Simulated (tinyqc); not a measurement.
Changing the reverse bias V_r: Schottky barrier with interface states (Cowley-Sze model), image lowering and contact resistance. Computed by tinyqc, a small Python program. Command: `OMP_NUM_THREADS=1 python tinyqc.py 3000943 3000944 out.jsonl pinning sweep`. One thread of a shared host (Intel(R) Xeon(R) Processor @ 2.30GHz), about 0.02 s of CPU time with the checks.

An n-type semiconductor under a metal. The barrier lies between the Schottky-Mott limit phi_M - chi and the Bardeen limit E_g - E_n, E_n being the neutrality level of the interface states; the space-charge term of the full Cowley-Sze expression is left out.

Inputs (values chosen for the exercise, for a model semiconductor):
```
quantity,value,unit
gap E_g,3.09,eV
electron affinity chi,4.04,eV
metal work function phi_M,5.34,eV
neutrality level E_n above the valence band,0.693,eV
interface-state density D,3.6e+13,cm^-2 eV^-1
dipole layer thickness delta,0.43,nm
dipole layer constant eps_i,4,-
dielectric constant eps_s,7.26,-
electron mass m_e,0.147,m_0
valleys M_c,1,-
donor density N,6.9e+16,cm^-3
temperature T,300,K
```

Pinning factor from: interface states.

Constants: e = 1.602176634e-19 C; eps_0 = 8.8541878128e-12 F/m; k_B = 8.617333262e-05 eV/K; m_0 = 9.1093837015e-31 kg; k_B = 1.380649e-23 J/K; h = 6.62607015e-34 J s.

Method:
- S = 1/(1 + e^2 D delta/(eps_i eps_0)); for D per eV, e^2 D is the number e x D in SI units, with 1 cm^-2 = 1e4 m^-2.
- phi_B = S (phi_M - chi) + (1 - S)(E_g - E_n); the hole barrier is E_g - phi_B.
- N_c = 2 M_c (2 pi m_e k_B T/h^2)^(3/2); xi = E_c - E_F solves N = N_c F_1/2(-xi/k_B T) (bisection; full ionisation).
- F_1/2(eta) = (2/sqrt(pi)) int_0^infinity sqrt(x)/(1 + exp(x - eta)) dx, by the trapezoid rule in t = sqrt(x) with step 0.02 up to t = 12 (for eta < -12 by exp(eta) - exp(2 eta)/2^(3/2)).
- V_bi = phi_B - xi; W = sqrt(2 eps_s eps_0 (V_bi + V_r - k_B T/e)/(e N)); field at the metal E_m = e N W/(eps_s eps_0); image lowering sqrt(e E_m/(4 pi eps_s eps_0)).
- A* = 4 pi e m_e M_c k_B^2/h^3 (a simple valley count); J_s = A* T^2 exp(-phi/k_B T).
- J_0 uses phi_B; the reverse current uses phi_B less the image lowering, times 1 - exp(-V_r/k_B T).

One run for each value:
```
reverse bias V_r (V),depletion width W (nm),image lowering (eV),thermionic reverse current (A/cm^2),field E_m (V/cm)
0.20,146.61,0.07072,9.1206e-23,2.5214e+05
0.41,154.72,0.07265,9.8313e-23,2.6608e+05
1.70,197.33,0.08204,1.4141e-22,3.3936e+05
3.50,244.69,0.09136,2.0275e-22,4.2081e+05
7.20,320.78,0.10460,3.3844e-22,5.5167e+05
15.00,440.01,0.12251,6.7656e-22,7.5672e+05
30.00,606.67,0.14385,1.5447e-21,1.0433e+06
```

Give the missing row, reverse bias V_r (V) = 0.84.

Computed row; columns: (1) reverse bias V_r (V); (2) depletion width W (nm); (3) image lowering (eV); (4) thermionic reverse current (A/cm^2); (5) field E_m (V/cm):
```
(1)      (2)      (3)         (4)         (5)
0.84  170.11  0.07617  1.1269e-22  2.9255e+05
```

Interpolating between the two neighbouring rows (the first column on a logarithmic scale, the others too where they are positive) misses most in thermionic reverse current (A/cm^2), by 4.8 %. Over the rows, depletion width W (nm) rises from 147 to 607 (exponent d ln y / d ln x 0.075 between the first rows and 0.46 between the last); image lowering (eV) rises from 0.0707 to 0.144 (exponent d ln y / d ln x 0.037 between the first rows and 0.23 between the last); thermionic reverse current (A/cm^2) rises from 9.12e-23 to 1.54e-21 (exponent d ln y / d ln x 0.10 between the first rows and 1.2 between the last). At the high end the exponent of depletion width W is 0.46, close to 0.50: W goes as sqrt(V_bi + V_r). At the high end the exponent of image lowering is 0.23, close to 0.25: the lowering goes as (V_bi + V_r)^(1/4).

Caution (all rows): so small an emission current is nominal: generation, tunnelling and edge leakage set the real one.
